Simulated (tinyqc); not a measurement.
# Worked calculation: programming of a floating-gate cell by Fowler-Nordheim tunnelling

Computed by the program tinyqc: `OMP_NUM_THREADS=1 python tinyqc.py 2130063 2130064 out.jsonl`, one thread of a shared Intel Xeon 2.30GHz, about 0.01 s for the whole run. Printed values are rounded.

Per tunnel area the floating gate has Ctun = 3.9 eps0/tox to the channel (0 V) and Ccg to the control gate, Ct = Ctun/(1 - ag), no other coupling. With the threshold shift U = -Q/Ccg the field is F = ag (Vg - U)/tox, and dU/dt = J/Ccg. Fowler-Nordheim: J = A F^2 exp(-B/F), A = q^2/(16 pi^2 hbar mo phi) (times 1e14 for A/cm^2 with F in V/nm, emitter mass m0), B = (4/3) sqrt(mo/C) phi^1.5, C = hbar^2/(2 m0).

Inputs (values chosen for the exercise); oxide values close to those of silicon dioxide:
- phi = 3.11 eV (tunnel barrier)
- mo = 0.42 m0 (tunnelling mass)
- tox = 9.9 nm (tunnel oxide thickness)
- ag = 0.67 (coupling ratio Ccg/Ct)
- ar = 580 nm^2 (tunnel area)
- Vt0 = -0.6 V (threshold shift at the start)
- Vg = 18.6 V (control-gate voltage)
- dt = 0.99 us (time step)
- n = 11 (steps)

Constants: q = 1.602176634e-19 C, hbar = 1.054571817e-34 J s, m0 = 9.1093837015e-31 kg, eps0 = 8.8541878128e-14 F/cm where lengths are in cm, hbar^2/(2 m0) = 0.0380998212 eV nm^2. Results are converted to the units shown.

Range of the model: Programming fields of 10 MV/cm and more wear the oxide; trapping and the channel potential are ignored.

## Constants of the cell

A, B, Ccg = ag Ct, the starting field and current, K = A B ag/(Ccg tox), and the knee time t0 = exp(B/F(0))/K.

A = 1.18009e8 A cm^-2 (V/nm)^-2
B = 24.2797 V/nm
Ccg = 0.708172 uF/cm^2
F(0) = 1.29939 V/nm
J(0) = 1.52913 A/cm^2
K = 2.73816e14 1/s
t0 = 0.475876 us
electrons for 1 V of shift = 25.6364

## Explicit time steps against the exact solution

U(new) = U + dt J(F(U))/Ccg. Exact: exp(B/F(t)) = exp(B/F(0)) + K t, K = A B ag/(Ccg tox), and U = Vg - tox F/ag.

| step | t (us) | F (V/nm) | J (A/cm^2) | U by steps (V) | U exact (V) |
|---|---|---|---|---|---|
| 0 | 0 | 1.29939 | 1.52913 | -0.60000 | -0.60000 |
| 1 | 0.99 | 1.15472 | 0.116206 | 1.53767 | 0.49038 |
| 2 | 1.98 | 1.14373 | 0.0931409 | 1.70012 | 0.95014 |
| 3 | 2.97 | 1.13492 | 0.0777747 | 1.83033 | 1.23941 |
| 4 | 3.96 | 1.12756 | 0.0667663 | 1.93906 | 1.44901 |
| 5 | 4.95 | 1.12124 | 0.0584781 | 2.03239 | 1.61261 |
| 6 | 5.94 | 1.11571 | 0.0520071 | 2.11414 | 1.74636 |
| 7 | 6.93 | 1.11079 | 0.0468122 | 2.18685 | 1.85921 |
| 8 | 7.92 | 1.10636 | 0.0425489 | 2.25229 | 1.95665 |
| 9 | 8.91 | 1.10233 | 0.0389868 | 2.31177 | 2.04228 |
| 10 | 9.9 | 1.09865 | 0.0359659 | 2.36627 | 2.11855 |
| 11 | 10.89 | 1.09524 | 0.0333717 | 2.41655 | 2.18727 |

The steps run ahead by 1050 mV after the first and 229 mV after the last, as each uses the larger current of its start; the step is 2.1 of the knee time t0. The overshoot lowers the field, so later steps gain less than the exact curve and the error ends smaller than after the first step.
